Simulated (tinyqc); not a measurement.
Impurity fraction: valence-band anticrossing with a localised impurity level.

Host valence band EM(k) = al x - c k^2/mM, c = hbar^2/2m0, coupled to a flat level EI by V = C sqrt(x): H = [[EM, V], [V, EI]], E+/- = (EM + EI)/2 +/- sqrt((EM - EI)^2/4 + V^2). The host weight of a state at E is f = 1/(1 + V^2/(E - EI)^2), and its mass at k = 0 is mM/f. The gap is Eg - E+(0), the conduction edge staying at Eg.

Constants: hbar^2/2m0 = 3.80998211 eV angstrom^2.

Parameters, chosen for this exercise (host near GaAs; the results hold for these values, not for the real material): Eg = 1.536 eV (gap at Gamma to the s-like level); mM = 0.39 m0 (mass of the host band); EI = -0.245 eV (impurity level, from the valence top of the host); C = 1.12 eV (coupling); al = 0.39 eV (linear shift of the host edge).

The last column is the bowing that a quadratic law would need at that x, (Eg - gap)/(x (1 - x)), with equal end gaps.

Results:
```
x (%),E- (eV),E+ (eV),gap (eV),host weight of E+,mass of E+,bowing (eV)
0.1,-0.2500,0.0054,1.5306,0.980,0.3978,5.4
0.2,-0.2548,0.0106,1.5254,0.963,0.4050,5.3
0.5,-0.2682,0.0252,1.5108,0.921,0.4235,5.1
1.0,-0.2880,0.0469,1.4891,0.872,0.4474,4.7
2.0,-0.3212,0.0840,1.4520,0.812,0.4804,4.3
3.0,-0.3493,0.1160,1.4200,0.776,0.5026,4.0
5.0,-0.3960,0.1705,1.3655,0.733,0.5317,3.6
8.0,-0.4525,0.2387,1.2973,0.700,0.5573,3.2
```

The apparent bowing falls from 5.4 to 3.2 eV, so no single constant describes the gap: the part from the coupling goes as x while V is small against |EM - EI| and as sqrt(x) beyond (V = |EI| near x = 4.79 %), with the linear term al x on top; the fall of the gap goes as the power 0.97 of x between the first two rows and 0.72 between the last two. The mass of E+ goes from 0.3978 to 0.5573, higher although the gap falls; with al = 0 the weight tends to 1/2 at large x.

Run: tinyqc, `OMP_NUM_THREADS=1 python tinyqc.py 1081453 1081454 out.jsonl`; Intel(R) Xeon(R) Processor @ 2.30GHz, one thread, shared host; about 0.01 s of CPU time with all checks.
